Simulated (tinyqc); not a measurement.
Worked calculation: k.p theory built from an empirical-pseudopotential calculation at Gamma. Values are carried at full precision from step to step, so a last printed digit may differ when a step is redone from the rounded ones.

Empirical pseudopotential on the fcc lattice, atoms at +/- tau, tau = a (1,1,1)/8, no spin-orbit coupling. H(G,G') = c (2 pi/a)^2 |k + G|^2 delta + VS(q) cos(q.tau) + i VA(q) sin(q.tau), q = G - G', c = hbar^2/2m0; k and G in units of 2 pi/a; VS at |q|^2 = 3, 8, 11 and VA at 3, 4, 11, in rydberg, zero elsewhere. The basis is fixed: all 89 G with |G|^2 up to Gcut. Energies are counted from the fourth level at Gamma.

Constants: hbar^2/2m0 = 3.80998211 eV angstrom^2; Ry = 13.60569312 eV.

Values chosen for the exercise (near those of GaSb; not measured data): a = 6.115 angstrom (lattice constant); VS = (-0.22, -0, 0.05) Ry (symmetric form factors); VA = (0.061, 0.051, 0.01) Ry (antisymmetric form factors); Gcut = 19 (2 pi/a)^2 (largest |G|^2 of the fixed basis).

## Levels at Gamma

Diagonalise H at k = 0 and group equal levels.

Multiplets at Gamma:
```
multiplet  degeneracy    E (eV)
1                   1  -10.6599
2                   3    0.0000
3                   1    0.7539
4                   3    4.3251
5                   1    7.5177
6                   2    8.0212
7                   3   11.7543
8                   1   12.9770
9                   3   23.5049
```

The lowest empty multiplet is a singlet at 0.754 eV; the lowest empty singlet (s-like) is multiplet 3.

## Mass of the s-like conduction level (multiplet 3)

For a multiplet A of d_A states, W(B) = (4 c/(3 d_A)) sum over n in A, m in B and i = x, y, z of |<n|G_i|m>|^2 (G in 1/angstrom, <n|G_i|m> = sum_G c_n(G)* G_i c_m(G)); the mean inverse mass of A is 1 + sum_B W(B)/(E_A - E_B). Multiplets with W = 0 are left out.

List the couplings (the first eight at most); W to the valence triplet is the Kane energy Ep.

Couplings:
```
multiplet B  degeneracy  E_B (eV)   W (eV)  W/(E_A - E_B)
2                     3    0.0000  15.0562        19.9700
4                     3    4.3251   0.0846        -0.0237
7                     3   11.7543   0.2248        -0.0204
10                    3   23.7602   0.4164        -0.0181
12                    3   24.0530   0.2162        -0.0093
15                    3   35.4950   0.0421        -0.0012
16                    3   36.2984   0.0003         0.0000
19                    3   36.9783   0.0053        -0.0001
```

sum over the higher multiplets = -0.0013
1/m = 20.8958

Ep = 15.06 eV. The valence triplet gives 19.97, all other levels together -0.07; m = 0.0479, against 0.0477 for two levels alone.

## Valence parameters

Fold all other levels onto the valence triplet: D(u) = c + 4 c^2 sum_m <n|u.G|m><m|u.G|n'>/(0 - E_m), in units of c. Along [100] its eigenvalues are L (once) and M (twice); along [111] (L + 2M + 2N)/3 (once) and (L + 2M - N)/3 (twice). Then g1 = -(L + 2M)/3, g2 = -(L - M)/6, g3 = -N/6.

eigenvalues along [100]: -20.365  -1.773  -1.773

eigenvalues along [111]: -22.372  -0.770  -0.770

L, M, N: -20.365  -1.773  -21.602

g1, g2, g3: 7.970  3.099  3.600

With spin-orbit coupling added at fixed g1, g2, g3 and large against the hole energy these give heavy and light masses along [100] of 0.564 and 0.071. The s-like level alone adds Ep/(3E) = 6.66 to g1. Local form factors fix Ep and the gap only roughly, so these values can lie far from measured ones.

## Checks

- 1/m of the s-like level from the sum against the curvature of the band: both 20.90.
- L and M against the curvatures along [100]: largest relative difference 4.5e-06.

Program tinyqc; command `OMP_NUM_THREADS=1 python tinyqc.py 1050517 1050518 out.jsonl`; about 5 s on one thread of a shared Intel(R) Xeon(R) Processor @ 2.30GHz.
